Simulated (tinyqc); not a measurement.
Three-phonon processes in a diatomic chain: dispersion, energy and momentum conservation, and decay channels of optical phonons: one step, computed by the program tinyqc. Command: `OMP_NUM_THREADS=1 python tinyqc.py 3120532 3120533 out.jsonl threeph walk`. One thread of a shared host (Intel(R) Xeon(R) Processor @ 2.30GHz), about 0.05 s of CPU time with the checks.

Cell length a, two atoms, one spring constant. x = q a/pi runs from -1 to 1; A and O are the acoustic and optical branches. Matrix elements are not computed: only conservation laws and occupation factors are followed.

Task: Band edges. omega^2 = k (1/m + 1/M) -/+ k sqrt((1/m + 1/M)^2 - 4 sin^2(pi x/2)/(m M)); nu = 15.6333042 THz x sqrt(omega^2) for eV/(angstrom^2 u). Acoustic top sqrt(2 k/M), optical bottom sqrt(2 k/m), optical top sqrt(2 k (1/m + 1/M)).

Inputs (values chosen for the exercise, for a model chain): light mass m = 28.1 u; heavy mass M = 194 u; spring constant k = 7.1 eV/angstrom^2.

Constants: nu for 1 eV/(angstrom^2 u) = 15.6333042 THz.

Give: acoustic top; optical bottom; optical top; optical top over twice the acoustic top; optical bottom over twice the acoustic top; optical width over acoustic top.

Result:

acoustic top = 4.230 THz

optical bottom = 11.11 THz

optical top = 11.89 THz

optical top over twice the acoustic top = 1.406

optical bottom over twice the acoustic top = 1.314

optical width over acoustic top = 0.1839

The zone-centre optical phonon lies above twice the acoustic top (M/m > 3), so its decay into two acoustic phonons is forbidden; at M/m > 4 energy alone forbids it for every optical phonon.
